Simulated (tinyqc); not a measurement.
## MOS inversion layer, Poisson-Schroedinger loop: effect of the sheet density of electrons

Electrons confined at an insulator interface at z = 0, treated as a hard wall; parabolic valleys, Hartree approximation, no image or exchange terms. The depletion charge lies far deeper than the electrons and gives a uniform field q Nd/(eps0 eps_r); the gate balances all charge. Energies are counted from the band edge at the interface.

Schroedinger equation -(C/mz) psi'' + (V0 + U + dE for set B) psi = E psi, C = hbar^2/(2 m0), psi(0) = 0, on a uniform mesh of 800 nodes with a far wall at 38 nm, 8 levels a set; V0 = q Nd z/(eps0 eps_r); dU/dz = q (Ns - integral of n from 0 to z)/(eps0 eps_r), U(0) = 0; N_k = g md m0 q Vt/(pi hbar^2) ln(1 + exp((EF - E_k)/Vt)), g the number of valleys of the set, sum N_k = Ns. Triangular well: E_k = a_k (C F^2/mz)^(1/3), a_1 = 2.338107, a_2 = 4.087949, C = hbar^2/(2 m0), F in eV/nm. Fang-Howard (all electrons in the lowest level of set A): b^3 = 6 (mz1/C) q (Nd + 11 Ns/32)/(eps0 eps_r), centroid 3/b, level C b^2/(4 mz1) + (3/b) q (Nd + 11 Ns/16)/(eps0 eps_r). The centroid adds 3.9 z_av/eps_r to an oxide-equivalent thickness.

Parameters, values chosen for the exercise; masses and permittivity close to those of germanium (111):
```
symbol,value,unit,meaning
T,300,K,temperature
eps_r,15.7,,relative permittivity
mz1,1.6,m0,mass along z of valley set A (1 valley(s))
md1,0.0807,m0,in-plane density-of-states mass of set A
mz2,0.0927,m0,mass along z of valley set B (3 valley(s))
md2,0.334,m0,in-plane density-of-states mass of set B
Nd,1.1e12,cm^-2,sheet density of depletion charge
dE,0.07,eV,extra shift of set B (strain)
```

Constants: q = 1.602176634e-19 C, kB = 1.380649e-23 J/K, hbar = 1.054571817e-34 J s, m0 = 9.1093837015e-31 kg, Vt = kB T/q, eps0 = 8.8541878128e-14 F/cm where lengths are in cm, hbar^2/(2 m0) = 0.0380998212 eV nm^2. Results are converted to the units shown.

Effect of the sheet density of electrons:

| Ns (cm^-2) | A1 (meV) | B1 (meV) | EF (meV) | share of A1 (%) | share of set A (%) | centroid z_av (nm) | added oxide equivalent (nm) | Fang-Howard centroid (nm) |
|---|---|---|---|---|---|---|---|---|
| 1e11 | 38.4 | 167 | -30.7 | 58.2 | 94.5 | 2.93 | 0.728 | 2.02 |
| 2.1e11 | 40.3 | 170 | -8.59 | 58.4 | 94.6 | 2.90 | 0.720 | 1.99 |
| 4.5e11 | 44.3 | 177 | 17.4 | 58.5 | 94.6 | 2.83 | 0.703 | 1.95 |
| 9.7e11 | 52.6 | 190 | 50.5 | 58.6 | 94.7 | 2.71 | 0.674 | 1.86 |
| 2.1e12 | 68.9 | 217 | 97.7 | 58.0 | 94.6 | 2.54 | 0.631 | 1.72 |
| 4.4e12 | 97.5 | 266 | 168 | 55.6 | 94.0 | 2.34 | 0.581 | 1.53 |
| 9.4e12 | 150 | 360 | 291 | 50.7 | 92.0 | 2.11 | 0.525 | 1.29 |
| 2e13 | 239 | 533 | 502 | 44.2 | 85.7 | 1.88 | 0.467 | 1.05 |

As Ns goes from 1e11 to 2e13, A1 rises from 38.4 to 239 meV, the share of A1 goes from 58.2 through a maximum of 58.6 (at Ns = 9.7e11 among the rows listed) to 44.2 % and the centroid falls from 2.93 to 1.88 nm. A1 goes as Ns^(0.62) between the last two rows (a triangular well in the field of that charge alone gives 2/3). EF lies more than 2 meV above A1 for Ns = 2.1e12, 4.4e12, 9.4e12, 2e13. The Fang-Howard centroid is 31 % below the full one in the first row, where A1 holds 58.2 %, and 44 % below it in the last, where A1 holds 44.2 %.

tinyqc, about 0.9 s, one thread, Intel Xeon 2.30GHz (shared host): `OMP_NUM_THREADS=1 python tinyqc.py 2160071 2160072 out.jsonl`
